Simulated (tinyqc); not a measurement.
Punch-through p+-n junction, ionisation integral and breakdown: one step of the calculation.

A p+ layer at x < 0 and an n drift layer from x = 0 to L on an n+ substrate. Depletion approximation, built-in voltage neglected. Local ionisation coefficients alpha_n = an exp(-(bn/E)^mx), alpha_p = ap exp(-(bp/E)^mx). Electrons move towards +x, holes towards x = 0.

Question. Ionisation integrals by the trapezoid rule. G(x) = integral from 0 to x of (alpha_n - alpha_p); I_n = integral of alpha_n exp(-G) (electrons injected at x = 0), I_p = integral of alpha_p exp(G(end) - G) (holes injected at the far edge); M = 1/(1 - I). All integrals by the trapezoid rule on the grid.

```
point     x (um)  alpha_n (1/cm)  alpha_p (1/cm)
0      0.0000000       421.69630       3917.9338
1      0.4363636       257.29483       2710.8523
2      0.8727273       149.54720       1808.9952
3      1.3090909       82.181340       1157.7518
4      1.7454545       42.309254       705.78545
5      2.1818182       20.177470       406.40392
6      2.6181818       8.7896430       218.73925
7      3.0545455       3.4360916       108.60528
8      3.4909091       1.1784784       48.910948
9      3.9272727      0.34432860       19.546705
10     4.3636364     0.082435825       6.7336851
11     4.8000000     0.015342352       1.9226665
```

Find: G; alpha_n exp(-G); I_n; I_p; M_n; M_p.

Answer.

```
point        G  alpha_n exp(-G) (1/cm)
0       0.0000                   421.7
1      -0.1298                   293.0
2      -0.2196                   186.3
3      -0.2792                   108.7
4      -0.3172                    58.1
5      -0.3401                    28.4
6      -0.3531                    12.5
7      -0.3600                     4.9
8      -0.3633                     1.7
9      -0.3647                     0.5
10     -0.3653                     0.1
11     -0.3655                     0.0
```

I_n = 0.03949
I_p = 0.3314
M_n = 1.041
M_p = 1.496

tinyqc, about 0.06 s, one thread, Intel Xeon 2.30GHz (shared host): `OMP_NUM_THREADS=1 python tinyqc.py 2120049 2120050 out.jsonl`
